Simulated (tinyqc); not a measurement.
Plane-wave Kohn-Sham cycle with exchange-only LDA in a layered model solid, step by step. Computed by tinyqc, a small Python program that keeps every step. Settings: points = 16, plane-wave index or count = 3, electrons = 4, k points = 2, area = 13.0, mixing = 0.8, iteration cap = 52. Command: `OMP_NUM_THREADS=1 python tinyqc.py 23599 23600 out.jsonl` (the two numbers bound the seeds that draw the settings). One thread of a shared host (Intel(R) Xeon(R) Processor @ 2.60GHz), about 0.02 s of CPU time with the checks.

A solid whose potential varies along x alone (atomic units):
```
parameter                      value
period a                   14.200000
cross-section of the cell  13.000000
electrons per cell                 4
grid points                       16
plane waves -n..n, n               3
k points                           2
V1 in V1 cos(2 pi x/a)     -0.480000
V2 in V2 cos(4 pi x/a)      0.090000
```

Stop when sqrt(dV sum R^2) is below 1e-8, dV = a A/N.

Course of the cycle:
```
iteration  E (hartree)  norm of the residual
1          -1.56333974              2.72e-01
2          -3.74838815              5.17e-01
3          -6.14238327              5.26e-01
4          -4.13360103              5.17e-01
5          -5.89229384              5.17e-01
6          -4.16041336              5.18e-01
7          -5.89976754              5.18e-01
8          -4.15922750              5.18e-01
9          -5.89922435              5.18e-01
10         -4.15931641              5.18e-01
11         -5.89926423              5.18e-01
...                ...                   ...
42         -4.15931105              5.18e-01
43         -5.89926200              5.18e-01
44         -4.15931105              5.18e-01
45         -5.89926200              5.18e-01
46         -4.15931105              5.18e-01
47         -5.89926200              5.18e-01
48         -4.15931105              5.18e-01
49         -5.89926200              5.18e-01
50         -4.15931105              5.18e-01
51         -5.89926200              5.18e-01
52         -4.15931105              5.18e-01
```

Can the last value be used, and what does the course show?

Not by the stop rule. Not converged within 52 iterations: the residual has stopped falling: the iteration swings between two states. Reruns (cap 100 unless said): mixing 0.1: not converged; mixing 0.5, Kerker q0 1.0: converged in 42 (E = -0.88096); mixing 0.3, Pulay depth 5: converged in 17 (E = -0.88096); the original settings with a cap of 400: not converged.
